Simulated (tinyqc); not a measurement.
# Floating body of a partially depleted SOI transistor: body voltage and kink, step by step

Computed by the program tinyqc: `OMP_NUM_THREADS=1 python tinyqc.py 2182017 2182018 out.jsonl`, one thread of a shared Intel Xeon 2.30GHz, about 0.2 s for the whole run. Printed values are rounded.

Source at 0 V. Channel current Ic = 2 nf K Vt^2 [F(0) - F(Vd)](1 + la Vd), F(V) = ln^2(1 + exp((Vg - VT - nf V)/(2 nf Vt))), VT = VT0 - gb Vb. Saturation voltage Vs = 2 Vt sqrt(F(0)) + 3 Vt, excess Ve = (Vd - Vs + sqrt((Vd - Vs)^2 + 0.0004 V^2))/2, multiplication M1 = Ai Ve exp(-Bl/Ve). Each junction passes D(v) = J1 (exp(v/Vt) - 1) + J2 (exp(v/(2 Vt)) - 1). Bipolar current Ib = bb J1 (exp(Vb/Vt) - 1). The body settles where M1 (Ic + Ib) = D(Vb) + D(Vb - Vd) + Vb/Rb; drain current Id = (1 + M1)(Ic + Ib) - D(Vb - Vd).

Inputs (values chosen for the exercise); values of the order met in partially depleted silicon-on-insulator transistors: temperature T = 358 K; threshold at zero body voltage VT0 = 0.47 V; fall of the threshold per volt of body voltage gb = 0.22; slope factor nf = 1.16; gain factor per width K = 110 uA/(V^2 um); channel-length modulation factor la = 0.04 1/V; impact-ionisation prefactor Ai = 3.65 1/V; impact-ionisation voltage Bl = 6.1 V; diffusion saturation current of each junction J1 = 1.6e-10 uA/um; recombination saturation current of each junction J2 = 3.4e-8 uA/um; gain of the lateral bipolar transistor on the diffusion current bb = 0; resistance of a weak body tie to the source (1e9 stands for no tie, and the term is then dropped) Rb = 1e9 kohm um; gate voltage Vg = 1.02 V; drain voltage Vd = 1.1 V.

Constants: q = 1.602176634e-19 C, kB = 1.380649e-23 J/K, Vt = kB T/q. Results are converted to the units shown.

Range of the model: The multiplication law is an empirical form chosen for the exercise; self-heating and capacitive coupling to the body are left out, and the linear laws are rough once Vb passes about 0.7 V or M1 about 0.1.

## Starting value

Vb = 0.3 V.

Vb at the start = 0.3 V

## Iteration 1: new Vb

Current into the body I_in = M1 (Ic + Ib) - D(Vb - Vd), current out I_out = D(Vb) + Vb/Rb; f = ln(I_in/I_out), s = df/dVb by central differences over 1e-5 V, Vb(new) = Vb - f/s.

Ic = 18.7839 uA/um
Ve = 0.476614 V
M1 = 4.80939e-6
I_in = 9.03730e-5 uA/um
I_out = 7.03790e-6 uA/um
f = 2.55264
s = -27.2188 1/V
Vb after iteration 1 = 0.393782 V

## Iteration 2: new Vb

As before.

Ic = 20.0630 uA/um
Ve = 0.458839 V
M1 = 2.82002e-6
I_in = 5.66122e-5 uA/um
I_out = 7.59951e-5 uA/um
f = -0.294444
s = -33.3530 1/V
Vb after iteration 2 = 0.384954 V

## Iteration 3: new Vb

As before.

Ic = 19.9408 uA/um
Ve = 0.460512 V
M1 = 2.97038e-6
I_in = 5.92659e-5 uA/um
I_out = 5.93971e-5 uA/um
f = -0.00221237
s = -32.8470 1/V
Vb after iteration 3 = 0.384887 V

## Course of the iteration

Stop when the step is below 1e-10 V, or after 40 iterations.

Course of the iteration:
```
iteration	Vb before the step (V)	step (V)
1	0.3	0.0938
2	0.393782	-8.83e-3
3	0.384954	-6.74e-5
4	0.384887	-4.07e-9
5	0.384887	< 1e-14
```

Converged in 5 iterations.

## Drain current with floating and with grounded body

converged Vb = 0.384887 V

Id and VT at the converged Vb, Id at Vb = 0, their ratio, and the bipolar share Ib/(Ic + Ib).

VT = 0.385325 V
Id, floating = 19.9399 uA/um
Id, grounded = 14.9759 uA/um
ratio = 1.33147
bipolar share = 0.00000 %

The body rises to 0.385 V and lowers the threshold by 84.7 mV.
